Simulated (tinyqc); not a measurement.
Angle of incidence: periodic multilayer mirror for extreme ultraviolet light.

s polarisation, vacuum above. q_j = sqrt(N_j^2 - sin^2 theta); interface r_jk = (q_j - q_k)/(q_j + q_k) exp(-2 (2 pi/lam)^2 q_j q_k sg^2) (Nevot-Croce; sg = 0 if not given); phase factor of a layer x_j = exp(4 pi i q_j d_j/lam). Each period has the spacer (thickness (1 - Gm) L) on top of the absorber (Gm L). In this recursion R is the amplitude; R in tables and results is the reflectance, its squared modulus. The substrate is of the spacer material. Starting with R = 0 in it, each interface upward gives R -> (r + R x)/(1 + r R x), x that of the layer below the interface (1 for the substrate).

Values chosen for the exercise (optical constants near those of Mo and Si at 13.5 nm; shifted at random, so the results belong to these values and not to a real crystal): lam = 13.5 nm (wavelength); dA = (0.0743, 0.00593) (delta and beta of the absorber, N = 1 - delta + i beta); dS = (0.001, 0.00178) (delta and beta of the spacer and the substrate); L = 7.04 nm (period); Gm = 0.48 (absorber share of the period); sg = 0 nm (interface roughness); Np = 20 (periods).

Results:
```
theta (degrees)  lam_B (nm)      R
0                    13.571  0.599
2                    13.562  0.602
4                    13.535  0.610
6                    13.490  0.619
10                   13.348  0.621
12                   13.251  0.594
14                   13.135  0.519
16                   13.003  0.350
18                   12.853  0.096
20                   12.686  0.017
```

Give the missing row, theta (degrees) = 8.

Computed row:
```
theta (degrees)  lam_B (nm)      R
8                    13.428  0.625
```

lam_B = 2 L Re(mean q) falls with the angle, from 13.571 to 12.686 nm; the largest value listed is 0.625 at 8 degrees. R stays above 90 % of that value at 0, 2, 4, 6, 8, 10 and 12 degrees, which bounds the cone of light that a mask or mirror with this period accepts.

Computed by tinyqc, a small Python program: `OMP_NUM_THREADS=1 python tinyqc.py 1681348 1681349 out.jsonl` (the numbers bound the seed that draws the inputs); one thread of a shared host (Intel(R) Xeon(R) Processor @ 2.30GHz), about 0.01 s for the whole set of steps.
